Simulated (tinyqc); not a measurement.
One-electron ion in a basis of Gaussians, step by step. Computed by tinyqc, a small Python program that keeps every step. Settings: Z = 6, l = 0. Command: `OMP_NUM_THREADS=1 python tinyqc.py 28144 28145 out.jsonl` (the two numbers bound the seeds that draw the settings). One thread of a shared host (Intel(R) Xeon(R) Processor @ 2.60GHz), about 0.01 s of CPU time with the checks.

## Matrices over normalised Gaussians

exponents of r^l exp(-a r^2) (1/bohr^2): 5.17700  19.18000  71.02000  263.00000  974.20000  3608.00000  13360.00000

Z = 6

l = 0

With p = a_i + a_j and I(k) = Gamma((k+1)/2) / (2 p^((k+1)/2)): S = I(2l+2), T = (2l+3) a_i a_j S / p, V = -Z I(2l+1), each divided by sqrt(S_ii S_jj).

S, lower triangle:
```
         1        2        3        4        5        6        7
1  1.00000
2  0.74012  1.00000
3  0.35705  0.74030  1.00000
4  0.14436  0.35716  0.74027  1.00000
5  0.05523  0.14438  0.35707  0.74018  1.00000
6  0.02081  0.05524  0.14436  0.35705  0.74024  1.00000
7  0.00781  0.02082  0.05524  0.14436  0.35713  0.74029  1.00000
```

T (hartree), lower triangle:
```
         1         2          3          4           5           6            7
1  7.76550
2  9.05167  28.77000
3  5.16862  33.53908  106.53000
4  2.19873  19.15395  124.18633  394.50000
5  0.85322   8.14699   70.90835  459.85747  1461.30000
6  0.32270   3.16188   30.16258  262.57133  1703.45941  5412.00000
7  0.12121   1.19602   11.70769  111.70387   972.81021  6309.09892  20040.00000
```

V (hartree), lower triangle:
```
           1          2          3           4           5           6            7
1  -21.78514
2  -24.72991  -41.93200
3  -21.10122  -47.60107  -80.68850
4  -16.00498  -40.61892  -91.59698  -155.27416
5  -11.70162  -30.80764  -78.15652  -176.26427  -298.84457
6   -8.46780  -22.52519  -59.27950  -150.39896  -339.24484  -575.11484
7   -6.11069  -16.30096  -43.34437  -114.07755  -289.48014  -652.86801  -1106.68631
```

## Generalised eigenproblem

H = T + V (hartree), lower triangle:
```
           1          2          3          4           5           6            7
1  -14.01964
2  -15.67824  -13.16200
3  -15.93260  -14.06199   25.84150
4  -13.80625  -21.46497   32.58935  239.22584
5  -10.84840  -22.66065   -7.24817  283.59320  1162.45543
6   -8.14510  -19.36332  -29.11692  112.17237  1364.21457  4836.88516
7   -5.98948  -15.10494  -31.63668   -2.37368   683.33006  5656.23091  18933.31369
```

Solve H C = S C e through S^(-1/2); each column has its largest component positive (the first on a tie).

eigenvalues of S: 0.03896  0.09102  0.21860  0.49865  1.05494  1.99021  3.10762

eigenvalues (hartree): -17.98114  7.30731  102.63896  510.42429  2129.41287  8414.08266  33631.41435

coefficients:
```
         1         2         3         4         5         6         7
1  0.58735   1.38077  -0.70750   0.30496   0.13939  -0.06613  -0.03132
2  0.40355  -1.37385   1.88535  -0.98681  -0.45293   0.21271   0.10025
3  0.11047   0.02054  -1.79250   1.95626   1.03825  -0.48700  -0.22705
4  0.02360  -0.05817   0.17286  -1.92045  -1.93558   1.02796   0.47698
5  0.00476   0.00233  -0.06135   0.24877   1.95527  -1.88905  -0.97904
6  0.00086  -0.00247   0.00848  -0.06028  -0.27267   1.91566   1.75867
7  0.00024   0.00001  -0.00233   0.00772   0.04730  -0.21328  -1.68045
```

For Z = 6 and l = 0 the exact lowest level is -Z^2/(2 n^2) with n = l + 1: -18.000000 hartree.
